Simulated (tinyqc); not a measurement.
Two-dimensional dopant profile at a mask edge: lateral junction, overlap and effective channel length. Changing the channel doping C_B. Computed by tinyqc, a small Python program. Command: `OMP_NUM_THREADS=1 python tinyqc.py 3015035 3015036 out.jsonl lateral sweep`. One thread of a shared host (Intel(R) Xeon(R) Processor @ 2.30GHz), about 0.01 s of CPU time with the checks.

Ions enter for y < 0; the mask (spacer, then gate) covers y > 0. x is the depth. The surface reflects dopant during the anneal.

Inputs (values chosen for the exercise, modelled on a source-drain extension in silicon):

| quantity | value | unit |
|---|---|---|
| dose Q | 5.3e+14 | 1/cm^2 |
| projected range R_p | 16 | nm |
| vertical straggle | 5.2 | nm |
| lateral straggle | 6.7 | nm |
| anneal budget D t | 1.3e-13 | cm^2 |
| gate length L_g | 120 | nm |
| offset spacer | 7.1 | nm |
| oxide thickness | 4.6 | nm |

Constants: eps_0 = 8.8541878128e-12 F/m.

Method:
- Widths s_x^2 = (vertical straggle)^2 + 2 D t, s_y^2 = (lateral straggle)^2 + 2 D t. C(x, y) = V(x) (1/2) erfc(y/(sqrt2 s_y)), V(x) = Q/(sqrt(2 pi) s_x) [exp(-(x - R_p)^2/(2 s_x^2)) + exp(-(x + R_p)^2/(2 s_x^2))]; 1 nm = 1e-7 cm.
- The vertical junction far from the mask solves V(x) = C_B.
- The lateral junction at depth x solves C = C_B: y_j(x) = sqrt2 s_y erfc^-1(2 C_B/V(x)). Overlap under the gate = y_j(0) - spacer; metallurgical channel L_met = L_g - 2 overlap (tails from the two sides are not added).
- Abruptness at y_j(0) in nm per decade = ln(10) s_y sqrt(pi/2) exp(u^2) erfc(u), u = y_j/(sqrt2 s_y). Overlap capacitance per width = 3.9 eps_0 overlap/t_ox (zero if there is no overlap).

One run for each value:

| channel doping C_B (1/cm^3) | lateral junction y_j(0) (nm) | vertical junction x_j (nm) | metallurgical channel L_met (nm) | lateral abruptness (nm/decade) |
|---|---|---|---|---|
| 3.00e+16 | 27.363 | 47.202 | 79.47 | 5.513 |
| 6.80e+16 | 25.339 | 45.778 | 83.52 | 5.889 |
| 1.50e+17 | 23.242 | 44.334 | 87.72 | 6.333 |
| 3.40e+17 | 20.894 | 42.759 | 92.41 | 6.909 |
| 7.70e+17 | 18.313 | 41.086 | 97.57 | 7.665 |
| 1.70e+18 | 15.513 | 39.351 | 103.17 | 8.676 |
| 3.90e+18 | 12.119 | 37.382 | 109.96 | 10.273 |
| 8.90e+18 | 7.993 | 35.227 | 118.21 | 13.057 |

Describe and explain the trends.

Over the rows, lateral junction y_j(0) (nm) falls from 27.4 to 7.99 (exponent d ln y / d ln x -0.094 between the first rows and -0.50 between the last); vertical junction x_j (nm) falls from 47.2 to 35.2 (exponent d ln y / d ln x -0.037 between the first rows and -0.072 between the last); metallurgical channel L_met (nm) rises from 79.5 to 118 (exponent d ln y / d ln x 0.061 between the first rows and 0.088 between the last). A heavier channel (or halo) pushes both junctions back along the tails, where the profile is less steep on a logarithmic scale. Left out: 2.00e19 (the surface is not inverted by the implant).

Caution (all rows): the profile peaks below the surface, where the junction reaches further under the gate than y_j(0); the overlap given is the one at the surface.

Extremes, crossings and ranges named in words are read from the listed rows.
